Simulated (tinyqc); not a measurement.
Deformation-potential model of the X valleys of a conduction band: one step. Shares of the electrons. Two cases, with inputs chosen for the exercise.

Task: Boltzmann factors of the shifts.

Valleys with axes along x, y and z, one whole valley each. Herring-Vogt shift of a valley with unit axis a: dE = Xd tr(e) + Xu a.e.a. Non-degenerate shares n_i = exp(-dE_i/kT)/sum_j exp(-dE_j/kT). Inverse mass tensor of a valley: (1 - a a)/mt + a a/ml; the masses are taken as independent of strain.

Constants: kB = 8.617333262e-05 eV/K.

Case 1.

Values chosen (out of a larger set: near those of GaP; not measured data): T = 77 K (temperature).

shifts dE (meV): x 37.6982, y 37.6982, z -18.4932

Case 2.

Values chosen (out of a larger set: near those of GaP; not measured data): T = 200 K (temperature).

shifts dE (meV): x 42.3808, y -7.4378, z -7.4378

Give: kT; shares; effective number of valley axes, 1/(largest share).

Result:

Case 1.

kT = 6.635 meV

shares: x 0.0002, y 0.0002, z 0.9996

effective number of valley axes, 1/(largest share) = 1.000

Case 2.

kT = 17.235 meV

shares: x 0.0270, y 0.4865, z 0.4865

effective number of valley axes, 1/(largest share) = 2.056

Computed by tinyqc, one run a case: `OMP_NUM_THREADS=1 python tinyqc.py N N+1 out.jsonl` with N = 1081368, 1081551; one thread of a shared Intel(R) Xeon(R) Processor @ 2.30GHz, about 0.03 s a run at most.
